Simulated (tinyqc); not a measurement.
Inside a calculation. Model: defect equilibria of an oxide against oxygen pressure (mass action). Computed by tinyqc, a small Python program that keeps every step. Command: `OMP_NUM_THREADS=1 python tinyqc.py 3021704 3021705 out.jsonl brouwer walk`. One thread of a shared host (Intel(R) Xeon(R) Processor @ 2.30GHz), about 0.01 s of CPU time with the checks. Intermediate numbers are printed to about 5 digits and carried at full precision; extremes and crossings named in words are read from the listed rows.

Defects: oxygen vacancies V (charge +2), electrons n, holes p, the ionic partner X = V_M'''' (charge -4), and the dopant. Activities are taken equal to concentrations.

Inputs (values chosen for the exercise, for a model oxide):

| quantity | value | unit |
|---|---|---|
| reduction enthalpy H_r | 5.43 | eV |
| prefactor K_r0 | 1.1e+70 | cm^-9 atm^(1/2) |
| gap E_g | 3.61 | eV |
| prefactor N_c N_v | 4e+42 | cm^-6 |
| disorder enthalpy H_s | 4.17 | eV |
| prefactor K_s0 | 9.7e+66 | cm^-9 |
| dopant density N_d | 1.9e+18 | cm^-3 |
| temperature T | 1000 | K |
| oxygen pressure P | 3e-11 | atm |
| electron mobility mu_n | 0.44 | cm^2/(V s) |
| hole mobility mu_p | 0.11 | cm^2/(V s) |
| vacancy diffusion prefactor D_0 | 0.079 | cm^2/s |
| vacancy migration energy E_m | 0.66 | eV |

Ionic disorder: Schottky, oxide MO2. Dopant (singly charged, fully ionised): donor.

Constants: k_B = 8.617333262e-05 eV/K; e = 1.602176634e-19 C.

## Equilibrium constants

K_r = K_r0 exp(-H_r/k_B T) = [V] n^2 P^(1/2); K_i = N_c N_v exp(-E_g/k_B T) = n p; K_s = K_s0 exp(-H_s/k_B T) = [X] [V]^2.

K_r = 4.7358e+42 cm^-9 atm^(1/2)

K_i = 2.5613e+24 cm^-6

K_s = 9.3518e+45 cm^-9

## Trial electron densities

Neutrality: 2 [V] + p + N_d = n + 4 [X]. With n as the unknown, [V] = K_r/(n^2 P^(1/2)), p = K_i/n, [X] = K_s/[V]^2; the log ratio is ln(positive/negative).

Densities (cm^-3):

| n | [V] | p | [X] | log ratio |
|---|---|---|---|---|
| 1.00e+15 | 8.6464e+17 | 2.5613e+09 | 1.2509e+10 | 8.197 |
| 1.00e+16 | 8.6464e+15 | 2.5613e+08 | 1.2509e+14 | 5.207 |
| 1.00e+17 | 8.6464e+13 | 2.5613e+07 | 1.2509e+18 | -0.988 |
| 1.00e+18 | 8.6464e+11 | 2.5613e+06 | 1.2509e+22 | -10.179 |
| 1.00e+19 | 8.6464e+09 | 2.5613e+05 | 1.2509e+26 | -19.389 |

## Solution at the given pressure

The root is found by 60 bisections in ln n between n = 1e-10 and 1e25 cm^-3.

n = 7.7688e+16 cm^-3

[V] = 1.4326e+14 cm^-3

p = 3.2969e+07 cm^-3

[X] = 4.5565e+17 cm^-3

The largest terms give the Brouwer balance N_d = 4 [X]; the smaller of the two terms is 96 % of the total charge of one sign.

## Conductivities

sigma_n = e n mu_n, sigma_p = e p mu_p, sigma_ion = 2 e [V] mu_V with mu_V = 2 e D/(k_B T) and D = D_0 exp(-E_m/k_B T); only the oxygen vacancies carry ionic current, and the ionic transport number is sigma_ion over the total.

sigma_n = 0.0054766 S/cm

sigma_p = 5.8105e-13 S/cm

sigma_ion = 3.9710e-08 S/cm

total conductivity = 0.0054767 S/cm

ionic transport number = 7.2508e-06

The conductor is mainly n-type electronic here. Caution: X far outnumbers the oxygen vacancies, so the ionic conductivity given leaves out the majority ionic defect.

## Brouwer diagram

The slope is d log n / d log P from this row and the one above; the last column names the largest term on each side. Pressures that give more than 3e21 cm^-3 are left out.

Log10 of the densities in cm^-3:

| log10 P (atm) | n | [V] | p | [X] | slope of n | balance |
|---|---|---|---|---|---|---|
| -32 | 19.665 | 19.346 | 4.744 | 7.280 | - | 2 [V] = n |
| -28 | 19.021 | 18.633 | 5.387 | 8.704 | -0.16096 | 2 [V] = n |
| -24 | 18.473 | 17.729 | 5.935 | 10.512 | -0.13699 | N_d = n |
| -20 | 18.285 | 16.106 | 6.124 | 13.758 | -0.04714 | N_d = n |
| -16 | 18.130 | 14.416 | 6.279 | 17.140 | -0.03865 | N_d = n |
| -12 | 17.253 | 14.169 | 7.155 | 17.634 | -0.21913 | N_d = 4 [X] |
| -8 | 16.263 | 14.149 | 8.145 | 17.673 | -0.24757 | N_d = 4 [X] |
| -4 | 15.264 | 14.147 | 9.144 | 17.676 | -0.24976 | N_d = 4 [X] |
| 0 | 14.264 | 14.147 | 10.144 | 17.677 | -0.24998 | N_d = 4 [X] |

Regimes: 2 [V] = n from log P = -32 to -28, where that balance predicts a slope of -1/6 and the table comes as close as -0.161; N_d = n from log P = -24 to -16, where that balance predicts a slope of 0 and the table comes as close as -0.039; N_d = 4 [X] from log P = -12 to 0, where that balance predicts a slope of -1/4 and the table comes as close as -0.250.

## Conductivity against oxygen pressure

The formulas are those given above.

Log10 of the conductivities in S/cm:

| log10 P (atm) | n-type | p-type | ionic | total | ionic transport number |
|---|---|---|---|---|---|
| -28 | -0.1308 | -14.366 | -2.9239 | -0.1301 | 0.0016075 |
| -24 | -0.6788 | -13.819 | -3.8280 | -0.6785 | 0.0007087 |
| -20 | -0.8673 | -13.630 | -5.4508 | -0.8673 | 0.0000261 |
| -16 | -1.0219 | -13.475 | -7.1417 | -1.0219 | 0.0000008 |
| -12 | -1.8984 | -12.599 | -7.3886 | -1.8984 | 0.0000032 |
| -8 | -2.8887 | -11.609 | -7.4081 | -2.8887 | 0.0000302 |
| -4 | -3.8878 | -10.609 | -7.4099 | -3.8876 | 0.0003004 |
| 0 | -4.8877 | -9.610 | -7.4101 | -4.8864 | 0.0029939 |

The ionic transport number stays at or below about 0.0030: no electrolytic window. The total has no minimum inside this range.

Checks made by the program: the three mass-action laws (relative difference below 1e-10).
